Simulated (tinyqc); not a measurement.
Inside a calculation: complex band structure along [001] in sp3s* tight binding. Values are carried at full precision from step to step, so a last printed digit may differ when a step is redone from the rounded ones.

For k = (0, 0, kz) the phase sums are g0 = cos(phi) and g3 = i sin(phi), phi = kz a/4, and the s, pz, s* orbitals of anion (a) and cation (c) decouple from px, py. With z = exp(i phi), H(z) = H0 + z T + T^T/z for any complex z. H0 is diagonal (Esa, Epa, Exa, Esc, Epc, Exc). The anion-cation block is B(z) = z U + W/z and the cation-anion block z W^T + U^T/z, where U has Vss/2 (s,s), Vsapc/2 (s,z), -Vscpa/2 (z,s), Vxx/2 (z,z), Vxapc/2 (s*,z), -Vpaxc/2 (z,s*), and W has the same values with the s-z and s*-z signs reversed. |z| = 1 is a band state, |z| < 1 decays along [001] as exp(-kappa d) over a distance d, kappa = -(4/a) ln|z|. No spin-orbit coupling.

Constants: hbar^2/2m0 = 3.80998211 eV angstrom^2.

Parameters, chosen for this exercise (out of a larger set: near a published set for GaAs, fitted to gaps, whose masses and valley positions are rough (light masses up to twice too heavy); not measured data): p = (-8.368, 1.044, -2.66, 3.681, 8.596, 6.766, -6.426, 1.953, 5.08, 4.48, 5.768, 4.835, 4.8) eV (order Esa, Epa, Esc, Epc, Exa, Exc, Vss, Vxx, Vxy, Vsapc, Vscpa, Vxapc, Vpaxc); dE = 0.87 eV (E - Ev); a = 5.654 angstrom (lattice constant).

## The layer matrices

Parameters in the order Esa, Epa, Esc, Epc, Exa, Exc, Vss, Vxx, Vxy, Vsapc, Vscpa, Vxapc, Vpaxc. Form H0 and T.

diagonal of H0 (eV): sa -8.3680, za 1.0440, s*a 8.5960, sc -2.6600, zc 3.6810, s*c 6.7660

T (eV):
```
          sa      za      s*a       sc      zc      s*c
sa    0.0000  0.0000   0.0000  -3.2130  2.2400   0.0000
za    0.0000  0.0000   0.0000  -2.8840  0.9765  -2.4000
s*a   0.0000  0.0000   0.0000   0.0000  2.4175   0.0000
sc   -3.2130  2.8840   0.0000   0.0000  0.0000   0.0000
zc   -2.2400  0.9765  -2.4175   0.0000  0.0000   0.0000
s*c   0.0000  2.4000   0.0000   0.0000  0.0000   0.0000
```

## Edges at Gamma

At z = 1 the levels follow from the blocks [[Esa, Vss], [Vss, Esc]] and [[Epa, Vxx], [Vxx, Epc]]: Ev is the lower p root, and the direct gap ends at the lower of the upper roots.

Ev = 0.0061 eV
EG (direct gap) = 1.5112 eV

## Complex wave vectors at one energy in the gap

Solve det(H0 - E + z T + T^T/z) = 0 with E = Ev + dE, as the linear problem [[0, 1], [-T^T, E - H0]] x = z [[1, 0], [0, T]] x. Roots come as z, -z, 1/z and conjugates; list those with 0 < |z| < 1 and Re z, Im z >= 0, by falling |z|. Re kz = arg(z)/(pi/2) in units of 2 pi/a, kappa = -(4/a) ln|z|.

Decaying roots:
```
Re z      Im z     |z|  Re kz (2 pi/a)  kappa (1/angstrom)
0.8703  0.0000  0.8703          0.0000              0.0982
0.1049  0.4356  0.4480          0.8496              0.5680
```

The slowest root has kappa = 0.0982 1/angstrom at Re kz = 0.000: a purely imaginary k at Gamma. The probability falls by exp(-2 kappa d), a factor 7.13 over 1 nm.

## The px, py block

For px and py the determinant gives (E - Epa)(E - Epc) = Vxx^2 cos^2(phi) + Vxy^2 sin^2(phi). With phi = i kappa a/4 this is sinh^2(kappa a/4) = ((E - Epa)(E - Epc) - Vxx^2)/(Vxx^2 - Vxy^2), E = Ev + dE. Parameters in the order Esa, Epa, Esc, Epc, Exa, Exc, Vss, Vxx, Vxy, Vsapc, Vscpa, Vxapc, Vpaxc.

sinh^2(kappa a/4) = 0.15202
kappa of the heavy-hole branch = 0.2693 1/angstrom

This branch decays faster than the slowest root of the s-pz block (0.0982), by a factor 2.74 in kappa.

## Band-edge masses of the same block

From the real bands: m/m0 = c h^2/|E(h) - E(0)| with kz = h = 0.001 1/angstrom for level 2 (light hole) and level 3 (electron) of the 6 x 6 matrix; c = hbar^2/2m0.

masses of this model, from the curvature at Gamma (m0): m_lh 0.0876, m_e 0.1158

These are masses of the nearest-neighbour model without spin-orbit coupling, which is fitted to gaps and often gives the electron too heavy.

## Checks

- Largest distance of a level of the 6 x 6 block at kz = 0.37 (2 pi/a) from a level of the full matrix, against zero (eV): both 0.000000.
- Kappa 0.1 meV above Ev against sqrt(m_lh E/c): both 0.001516.

Computed by tinyqc, a small Python program: `OMP_NUM_THREADS=1 python tinyqc.py 1480970 1480971 out.jsonl` (the numbers bound the seed that draws the inputs); one thread of a shared host (Intel(R) Xeon(R) Processor @ 2.30GHz), about 0.02 s for the whole set of steps.
